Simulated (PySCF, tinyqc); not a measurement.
Worked calculation: CID on RHF in the sto-3g basis, for H2, spin multiplicity 1. The lowest restricted solution is unstable here: a spin-polarised one lies 0.0309 hartree lower (PySCF). One step of it, computed by the program tinyqc.

Task: CID: roots. Diagonalise (each vector has its largest component positive (the first on a tie)); all determinants have Ms = 0, so triplets appear too. The lowest singlet root is the correlation energy.

Occupation strings over the orbitals (2 doubly, a alpha, b beta, 0 empty; spin orbitals ordered 1a 1b 2a 2b ...): 20 02

H - E(HF) between determinants (hartree):
```
          20        02
20  0.000000  0.224400
02  0.224400  0.580117
```

Give: lowest roots of this matrix, relative to E(HF); lowest vectors; <S^2> of these roots; weight of the ground state by excitation level 0, 1, 2, ....

Result:

lowest roots of this matrix, relative to E(HF) (hartree): -0.077  0.657

lowest vectors:
```
    root 1  root 2
20   0.946   0.323
02  -0.323   0.946
```

<S^2> of these roots: 0.000  0.000

weight of the ground state by excitation level 0, 1, 2, ...: 0.895  0.000  0.105

The reference has a weight of only 0.90: one determinant is a poor start here.
